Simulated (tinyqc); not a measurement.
Resonant-tunnelling diode, transfer matrices and Tsu-Esaki current: one step of the calculation.

Emitter (band edge 0), barrier d1, well Lw, barrier d2, collector (edge -V). The bias drops linearly over these layers and none in the contacts; each layer is cut into ns equal slices, flat at the value of their centres. E is the energy of motion across the layers, C = hbar^2/(2 m0), psi and psi'/m are continuous. Transport is coherent, T(E) is taken as independent of the transverse momentum, and charge in the well is ignored.

Problem. Current from the resonance alone. J = J0 times the integral over E > 0 of T(E) N(E), N = ln[(1 + exp((Ef - E)/Vt))/(1 + exp((Ef - V - E)/Vt))], J0 = q^2 mw m0 kB T/(2 pi^2 hbar^3) (times 1e-4 for A/cm^2 per eV). For a sharp resonance J = J0 (pi G/2) Tp N(Er), with Er the peak energy, Tp the peak transmission and G the full width at half maximum (in eV). The three values given are estimates from a parabola through three points of 1/T(E).

Parameters, values chosen for the exercise; masses and offsets of a made-up heterostructure:
```
symbol,value,unit,meaning
T,150,K,temperature
mw,0.051,m0,"mass in the well, spacer and contacts"
Ef,0.017,eV,Fermi energy of both contacts above their band edges
V,0.02,V,bias of the collector
```

Constants: q = 1.602176634e-19 C, kB = 1.380649e-23 J/K, hbar = 1.054571817e-34 J s, m0 = 9.1093837015e-31 kg, Vt = kB T/q. Results are converted to the units shown.

Er = 0.020234428 eV
Tp = 0.93177771
G = 2.8834017 meV

Give: J0; N(Er); J.

Solution.

J0 = 1.0668e7 A/(cm^2 eV)
N(Er) = 0.42251
J = 19.022 kA/cm^2

The full integral over T(E) gives 18.53 kA/cm^2; the value above is 2.7 % above it.

Computed by the program tinyqc: `OMP_NUM_THREADS=1 python tinyqc.py 2600071 2600072 out.jsonl`, one thread of a shared Intel Xeon 2.30GHz, about 0.1 s for the whole run.
